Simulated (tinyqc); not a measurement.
Strain dependence: valley-orbit splitting of a donor ground state, with strain. Computed by tinyqc, a small Python program. Command: `OMP_NUM_THREADS=1 python tinyqc.py 3029445 3029446 out.jsonl valleyorbit walk`. One thread of a shared host (Intel(R) Xeon(R) Processor @ 2.30GHz), about 0.01 s of CPU time with the checks.

The basis is the 1s envelope in each valley; energies are counted from the unstrained conduction-band edge. The strain is e_s (a a^T - 1/3) for the unit stress axis a, so valley j along n_j moves by Xi_u e_s w_j with w_j = (n_j.a)^2 - 1/3: +1/6 for x and y, -1/3 for z. The splitting at the zone boundary that a [110] shear adds for <100> valleys is left out.

Inputs (values chosen for the exercise, modelled on donors in silicon):
```
quantity                           value  unit
single-valley binding energy E_0    30.3   meV
central-cell shift Lambda            3.6   meV
coupling Delta_1                    2.65   meV
coupling Delta_2                    2.11   meV
shear deformation potential Xi_u    8.54    eV
shear strain e_s                  0.0015     -
```

Valleys: six along <100>. Stress axis: [110].

Method:
- By symmetry: E(A1) = E_0 + Lambda + 4 Delta_1 + Delta_2 (one state), E(T2) = E_0 + Lambda - Delta_2 (three), E(E) = E_0 + Lambda - 2 Delta_1 + Delta_2 (two), as binding energies.
- H_jj = -(E_0 + Lambda) + Xi_u e_s w_j; H_jk = -Delta_2 between opposite valleys and -Delta_1 between perpendicular ones.
- The contact hyperfine ratio is A/A_0 = (sum_j c_j)^2/(number of valleys), c_j the valley amplitudes of the ground state; binding from the lowest valley edge.

E(A1) = 46.61 meV

Against strain:
```
e_s       Xi_u e_s (w_max - w_min) (meV)  binding (meV)  gap to next level (meV)    A/A_0
-0.01200                        -51.2400         42.287                   10.497  0.78191
-0.00450                        -19.2150         43.420                   11.630  0.88811
-0.00150                         -6.4050         44.967                   13.177  0.97413
-0.00045                         -1.9215         46.019                   14.229  0.99703
0.00045                           1.9215         45.383                   13.593  0.99651
0.00150                           6.4050         42.973                   11.183  0.95788
0.00450                          19.2150         39.279                    7.489  0.73211
0.01200                          51.2400         37.202                    5.412  0.48779
```

What does the comparison show, and why?

A/A_0 falls for either sign of strain, to 0.782 and 0.488 at the ends; its limits are the shares of the valleys that end up lowest, 4/6 under compression and 2/6 under tension. Near zero strain A/A_0 changes in second order, the binding in first. The binding energy drops from 46.61 meV to 42.29 and 37.20 meV, since fewer valleys share the valley-orbit gain.

Extremes, crossings and ranges named in words are read from the listed rows.
